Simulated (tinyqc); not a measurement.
MOS capacitor on an n-type substrate, surface potential from the exact charge relation: effect of the fixed charge at the interface on threshold and swing.

Uniform n-type substrate, Boltzmann statistics, full ionisation, classical densities. psi is the surface potential against the body (positive when the bands bend down) and u = -psi/Vt. Traps are spread evenly over the gap and neutral at flat band, so their charge is -q Dit psi; the minority quasi-Fermi level is shifted by Vb.

ni = sqrt(Nc Nv) exp(-Eg/(2 Vt)), Eg in volts; phiF = Vt ln(N/ni); Cox = eps0 eox/tox; Vfb = phiM - chi - Vt ln(Nc/N) - q Nf/Cox; VT = Vfb - [(2 phiF + Vb)(1 + q Dit/Cox) + sqrt(2 eps0 eps_r q N (2 phiF + Vb))/Cox]. gamma = sqrt(2 eps0 eps_r q N)/Cox; Wm = sqrt(2 eps0 eps_r (2 phiF + Vb)/(q N)); m = 1 + (eps0 eps_r/Wm + q Dit)/Cox; swing m Vt ln 10; Cmin/Cox = 1/(1 + Cox Wm/(eps0 eps_r)).

Parameters, values chosen for the exercise; band and dielectric values those of a made-up semiconductor:
```
symbol    value         unit                                                                 meaning
T           293            K                                                             temperature
Eg        0.756           eV                                                                band gap
eps_r      16.3                                                                relative permittivity
Nc      1.86e17        cm^-3                                  conduction-band density of states at T
Nv      8.15e18        cm^-3                                     valence-band density of states at T
chi        5.66           eV                                                       electron affinity
N        2.7e16        cm^-3                                          donor density of the substrate
eox        25.2               relative permittivity of the gate insulator (close to zirconium oxide)
tox          16           nm                                                     insulator thickness
phiM        6.3           eV                                                      gate work function
Dit           0  cm^-2 eV^-1                                              density of interface traps
Vb            0            V                    reverse bias of the inversion layer against the body
```

Constants: q = 1.602176634e-19 C, kB = 1.380649e-23 J/K, Vt = kB T/q, eps0 = 8.8541878128e-14 F/cm where lengths are in cm. Results are converted to the units shown.

The same in every row: 2 phiF (V) = 0.5631; gamma (V^0.5) = 0.08013; Wm (nm) = 193.8; m = 1.053; swing (mV/decade) = 61.24; Cmin/Cox = 0.05068.

Results:
```
Nf (cm^-2)	Vfb (V)	VT (V)
-4e11	0.6372	0.01400
-2e11	0.6143	-0.008982
0	0.5913	-0.03196
4e11	0.5453	-0.07792
6e11	0.5223	-0.1009
8e11	0.4994	-0.1239
```

Estimate the missing row, Nf = 2e11 cm^-2.

Computed row:
```
Nf (cm^-2)	Vfb (V)	VT (V)
2e11	0.5683	-0.05494
```

With this row back in the table: As Nf goes from -4e11 to 8e11, VT falls from 0.0140 to -0.124 V, the swing stays at 61.2 mV/decade and Cmin/Cox stays at 0.0507. The whole change of VT is that of Vfb: the curve shifts rigidly.

Program tinyqc, `OMP_NUM_THREADS=1 python tinyqc.py 2060079 2060080 out.jsonl`; Intel Xeon 2.30GHz, shared host, one thread, about 0.01 s.
